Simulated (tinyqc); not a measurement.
Worked calculation: Hubbard chain of 4 sites. Computed by tinyqc, a small Python program that keeps every step. Settings: hopping = 1.51, U = 8.6, mixing = 0.5, iteration cap = 75. Command: `OMP_NUM_THREADS=1 python tinyqc.py 23387 23388 out.jsonl` (the two numbers bound the seeds that draw the settings). One thread of a shared host (Intel(R) Xeon(R) Processor @ 2.60GHz), about 0.2 s of CPU time with the checks.

one-body matrix (hopping and site energies) (eV), order 1, 2, 3, 4:
```
[[-0.330000, -1.510000, 0.000000, 0.000000],
 [-1.510000, -0.910000, -1.510000, 0.000000],
 [0.000000, -1.510000, 0.370000, -1.510000],
 [0.000000, 0.000000, -1.510000, -0.910000]]
```

U = 8.600000 eV

electrons, up and down: [3, 1]

n(up) at the start (a guess, not normalised): [0.800000, 0.700000, 0.800000, 0.700000]

n(down) at the start (a guess): [0.200000, 0.300000, 0.200000, 0.300000]

Each step fills the lowest levels of T + U n(other spin) and sets n(new) = n + mixing (n(out) - n); stop when output and input agree to 1e-8.

Course of the cycle:
```
iteration       E (eV)  largest |n(out) - n(in)|  mean |n_up - n_down|
1          -0.63160323                  2.43e-01              0.500000
2          -1.13104785                  1.83e-01              0.502136
3          -1.48763907                  1.99e-01              0.593138
4          -1.89391776                  2.04e-01              0.696235
5          -2.34738204                  1.95e-01              0.791610
6          -2.65238102                  1.73e-01              0.857320
7          -2.78291002                  1.27e-01              0.892887
8          -2.82883167                  8.41e-02              0.911192
9          -2.84429432                  5.30e-02              0.920875
10         -2.84951664                  3.25e-02              0.926191
11         -2.85129970                  1.97e-02              0.929193
...                ...                       ...                   ...
29         -2.85224132                  1.62e-06              0.933364
30         -2.85224132                  9.62e-07              0.933364
31         -2.85224132                  5.70e-07              0.933364
32         -2.85224132                  3.37e-07              0.933364
33         -2.85224132                  2.00e-07              0.933364
34         -2.85224132                  1.18e-07              0.933365
35         -2.85224132                  7.01e-08              0.933365
36         -2.85224132                  4.15e-08              0.933365
37         -2.85224132                  2.46e-08              0.933365
38         -2.85224132                  1.46e-08              0.933365
39         -2.85224132                  8.63e-09              0.933365
```

Can the last value be used, and what does the course show?

No, though the log alone does not show it. Converged in 39 iterations. But random starts reach -2.85951 eV, so this is another stationary point, not the lowest one. Reruns (cap 100 unless said): mixing 0.2: not converged; mixing 0.9: converged in 21 to a higher stationary point (E = -2.85224). Before convergence this energy mixes input and output and is not variational, so it may rise towards its limit.
